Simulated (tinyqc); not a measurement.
Worked calculation: Rayleigh-quotient iteration on a symmetric matrix. Computed by tinyqc, a small Python program that keeps every step. Settings: method = rayleigh, shift = 0.79. Command: `OMP_NUM_THREADS=1 python tinyqc.py 28166 28167 out.jsonl` (the two numbers bound the seeds that draw the settings). One thread of a shared host (Intel(R) Xeon(R) Processor @ 2.60GHz), about 0.01 s of CPU time with the checks.

## Step 1

A:
```
           1          2          3          4          5
1   0.078000  -0.136000  -0.171000   0.335000  -0.191000
2  -0.136000   1.937000   0.508000  -0.719000   1.084000
3  -0.171000   0.508000   3.066000  -0.311000   0.027000
4   0.335000  -0.719000  -0.311000   4.389000   0.657000
5  -0.191000   1.084000   0.027000   0.657000   4.840000
```

vector v at the start: 0.447214  0.447214  0.447214  0.447214  0.447214

shift = 0.790000

solve (A - shift) w = v; v' = w/|w| with its largest component positive (the first on a tie); lambda = v'^T A v'; the next shift is lambda.

vector after step 1: -0.607028  0.688639  0.061793  0.360319  -0.153769

Rayleigh quotient after step 1 = 0.957299

## Step 2

As before.

vector after step 2: 0.309565  0.867470  -0.134441  0.233813  -0.280932

Rayleigh quotient after step 2 = 1.162110

## Step 3

As before.

vector after step 3: 0.025919  0.895413  -0.197769  0.247424  -0.311821

Rayleigh quotient after step 3 = 1.243669

## Course of the iteration

Stop when the residual |A v - lambda v| is below 1e-9.

Steps:
```
step      lambda  residual
1     0.95729852  1.06e+00
2     1.16211039  3.29e-01
3     1.24366916  2.48e-02
4     1.24415447  9.87e-06
5     1.24415447  6.76e-16
```

all eigenvalues, for comparison: 0.033022  1.244154  2.990692  4.644818  5.397313

Converged in 5 steps.
